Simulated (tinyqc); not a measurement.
Heisenberg magnet: exchange from energy differences, ordering vector, linear spin waves and ordering temperature. Convergence with the mesh. Computed by tinyqc, a small Python program. Command: `OMP_NUM_THREADS=1 python tinyqc.py 3031452 3031453 out.jsonl magnon sweep`. One thread of a shared host (Intel(R) Xeon(R) Processor @ 2.30GHz), about 0.6 s of CPU time with the checks.

H = -sum over pairs <ij> J_ij S_i.S_j - K sum_i (S_i^z)^2, each pair once, J > 0 ferromagnetic. First neighbours: 8 at a (0.5, 0.5, 0.5), second: 6 at a (1, 0, 0), with all permutations and signs.

Inputs (values chosen for the exercise, for a model magnet):

| quantity | value | unit |
|---|---|---|
| exchange J1 | 9.39 | meV |
| exchange J2 | 1.8 | meV |
| spin S | 1.5 | - |
| single-ion anisotropy K | 0.39 | meV |
| temperature T | 430 | K |

Lattice: bcc. Order: ferromagnetic.

Constants: k_B = 8.617333262e-05 eV/K.

Method:
- J(q) = J1 g1(q) + J2 g2(q), g_s(q) = sum over shell s of cos(q.R).
- g_s(q) = sum over shell s of cos(q.R), z1 = g1(0). E(q) = S [J(0) - J(q)] + (2S - 1) K, J(q) = J1 g1 + J2 g2. The factor 2S - 1 removes the anisotropy for S = 1/2.
- Mesh: q = sum_i (m_i + 1/2)/n b_i, m_i = 0..n-1, b = [[0, 1, 1], [1, 0, 1], [1, 1, 0]] in 2 pi/a; <..> is the mean over the mesh.
- n = 1/(exp(E/(k_B T)) - 1); no zero-point loss; thermal loss <n>; moment = S less the losses.
- K left out. Mean field: k_B T = S (S + 1) J(Q)/3 at the ordering vector Q; random-phase (Tyablikov): k_B T = [S (S + 1)/3] / <1/(J(Q) - J(q))>; Curie-Weiss theta = S (S + 1) J(0)/(3 k_B).

One run for each value:

| mesh divisions n | random-phase ordering temperature (K) | thermal loss | zero-point loss |
|---|---|---|---|
| 4 | 1038.5 | 0.07980 | 0 |
| 6 | 993.0 | 0.09428 | 0 |
| 8 | 972.4 | 0.10069 | 0 |
| 12 | 952.9 | 0.10605 | 0 |
| 16 | 943.5 | 0.10798 | 0 |
| 24 | 934.3 | 0.10908 | 0 |

What does the table show, and why?

Over the rows, random-phase ordering temperature (K) falls from 1040 to 934 (exponent d ln y / d ln x -0.11 between the first rows and -0.024 between the last); thermal loss rises from 0.0798 to 0.109 (exponent d ln y / d ln x 0.41 between the first rows and 0.025 between the last); zero-point loss does not change. The sum over 1/(J(Q) - J(q)) has an integrable 1/q^2 peak, so its error falls as 1/n; extrapolating the last two rows in 1/n gives 916.4 K.

Caution (rows 4, 6, 8): doubling the mesh changes the thermal sum by more than 3 %, so it is not fully converged.

Extremes, crossings and ranges named in words are read from the listed rows.
